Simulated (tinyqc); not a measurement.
Model-solid line-up of a strained alloy layer on a substrate: sweeps and comparisons. A value that a table varies takes the place of the one given here.

All values of the alloy are linear in x but the gap, Eg(x) = (1 - x) Eg_A + x Eg_B - C x (1 - x), and the valence edge, Ev(x) = (1 - x) Ev_A + x Ev_B + fv C x (1 - x); Ec = Ev + Eg. Ev is the top of the unstrained valence band on a scale common to all materials. In the layer only the Gamma valley of the conduction band is followed, also where an X or L valley would lie lower.

Coherent growth on a (001) face: e_par = (a_s - a)/a, e_perp = -2 (C12/C11) e_par; exx = eyy = e_par, ezz = e_perp, no shear.

Strained edges: Ec + ac tr(e); the valence edges are Ev plus the levels of the 6 x 6 matrix of X, Y, Z times spin with -Dso/3 + l exx + m (eyy + ezz) on the diagonal (cyclic), n exy off it, l = av + 2 b, m = av - b, n = sqrt(3) d. Spin-orbit term (Dso/3) L.sigma on X, Y, Z with (L_k)_ij = -i epsilon_kij: <X+|H|Y+> = -i Dso/3, <X+|H|Z-> = Dso/3, <Y+|H|Z-> = -i Dso/3, <Z+|H|X-> = -Dso/3, <Z+|H|Y-> = i Dso/3, <X-|H|Y-> = i Dso/3, and their conjugates; + and - are the spin along z.

dEc = Ec(substrate) - Ec(layer), dEv = Ev(layer) - Ev(substrate); positive values confine the carrier in the layer. Type I: both of one sign; type II: opposite signs; type III: the gaps do not overlap.

Coherent growth: e_par = (a_s - a)/a. (001): e_perp = -2 (C12/C11) e_par; exx = eyy = e_par, ezz = e_perp, no shear. (111): e_perp = -(2 C11 + 4 C12 - 4 C44)/(C11 + 2 C12 + 4 C44) e_par; exx = eyy = ezz = (2 e_par + e_perp)/3 and exy = eyz = ezx = (e_perp - e_par)/3. (110): e_perp = -(C11 + 3 C12 - 2 C44)/(C11 + C12 + 2 C44) e_par; exx = eyy = (e_par + e_perp)/2, ezz = e_par, exy = (e_perp - e_par)/2, eyz = ezx = 0.

Inputs chosen for the exercise (A near AlAs, B near InAs, substrate near InP; the results hold for these values, not for the real material):
```
symbol  value           unit      meaning
a       (5.665, 6.066)  angstrom  lattice constant of A, B
Eg      (3.115, 0.418)  eV        gap at Gamma to the s-like level of A, B
Dso     (0.283, 0.391)  eV        spin-orbit splitting of A, B
Ev      (-1.31, -0.59)  eV        top of the unstrained valence band of A, B
ac      (-5.7, -5.08)   eV        conduction deformation potential of A, B
av      (2.48, 1)       eV        valence hydrostatic potential of A, B
b       (-2.3, -1.82)   eV        tetragonal shear potential of A, B
d       (-3.42, -3.62)  eV        trigonal shear potential of A, B
C11     (123.8, 82.4)   GPa       of A, B
C12     (53, 45.5)      GPa       of A, B
C44     (54.9, 40)      GPa       of A, B
C       0.613           eV        bowing of the gap
fv      0                         share of the bowing taken by the valence edge
a_s     5.868           angstrom  substrate
Eg_s    1.436           eV        lowest gap of the substrate
Ev_s    -0.94           eV        substrate valence edge
face    001                       growth face
x       0.48                      fraction of B
```

## Composition against offsets

Each composition is strained to the same substrate.

Results:
```
x     e_par (%)  relaxed gap (eV)  strained gap (eV)  valence splitting (meV)  dEc (eV)  dEv (eV)  type
0.09       2.93             2.822              2.371                      311    -0.894    -0.040     I
0.21       2.07             2.447              2.149                      207    -0.665    -0.048     I
0.34       1.15             2.060              1.909                      106    -0.431    -0.042     I
0.46       0.32             1.722              1.684                       27    -0.229    -0.019     I
0.58      -0.50             1.401              1.417                       38    -0.040     0.059    II
0.70      -1.31             1.098              1.134                       87     0.135     0.167     I
0.83      -2.16             0.790              0.839                      126     0.311     0.286     I
0.95      -2.94             0.524              0.577                      152     0.461     0.398     I
```

What does this show, and why?

The alloy matches the substrate at x = 0.506, where the top valence edge changes its character and the splitting passes through zero. The strained gap runs from 2.371 to 0.577 eV, against 2.822 to 0.524 eV for the relaxed alloy: strain takes back part of the change that the composition makes. Strains above 2 % can be kept only in layers of a few nanometres. The type changes: I to II between x = 0.46 and 0.58, II to I between x = 0.58 and 0.70. Offsets below about 50 meV are within the spread of parameter sets, so those rows do not settle the type. Where the alloy is indirect its X or L edge, left out, lies lower and sets the real gap and dEc.

## The same layer on three faces

Composition and substrate are kept.

Results:
```
face   e_perp (%)  tr(e) (%)  shift of Ec (meV)  shift of Ev (meV)  valence splitting (meV)  gap (eV)
(001)      -0.171      0.188              -10.2               10.9                     14.8    1.6464
(111)      -0.098      0.261              -14.1               10.4                     11.4    1.6429
(110)      -0.113      0.246              -13.3               10.5                     12.1    1.6436
```

How do the results move?

The layer yields most along the normal on (001) and least on (111), so the volume change, and with it the shift of Ec, is largest on (111). The valence splitting, set by b on (001), by d on (111) and by both on (110), is largest on (001). The gaps span 3 meV, from (111) to (001).

## What each parameter does

Strained gap, valence splitting and offsets. Each row changes one parameter from the base and keeps the others.

Results:
```
case                       gap (eV)  splitting (meV)  dEc (eV)  dEv (eV)
base                         1.6464             14.8   -0.1969   -0.0135
x = 0.46                     1.6842             26.6   -0.2292   -0.0190
a_s = 5.888 angstrom         1.6047             44.5   -0.1775    0.0088
C = 0.713 eV                 1.6214             14.8   -0.1719   -0.0135
fv = 0.2                     1.6464             14.8   -0.2275    0.0171
Ev_s = -0.89 eV              1.6464             14.8   -0.1469   -0.0635
C12 = (60.95, 52.325) GPa    1.6476             15.9   -0.1982   -0.0134
av = (2.852, 1.15) eV        1.6459             14.8   -0.1969   -0.0130
d = (-3.933, -4.163) eV      1.6464             14.8   -0.1969   -0.0135
```

How do the results move?

The largest shifts from the base row, up to three for each result and ties (the steps differ in size, so this ranks the rows, not the parameters). gap (eV): a_s -0.0416, x +0.0379, C -0.0250; unchanged at the printed digits by fv, Ev_s and d. splitting (meV): a_s +29.7, x +11.8, C12 +1.1; unchanged at the printed digits by C, fv, Ev_s, av and d. dEc (eV): Ev_s +0.0500, x -0.0324, fv -0.0306; unchanged at the printed digits by av and d. dEv (eV): Ev_s -0.0500, fv +0.0306, a_s +0.0223; unchanged at the printed digits by C and d.

Run: tinyqc, `OMP_NUM_THREADS=1 python tinyqc.py 1080168 1080169 out.jsonl`; Intel(R) Xeon(R) Processor @ 2.30GHz, one thread, shared host; about 0.01 s of CPU time with all checks.
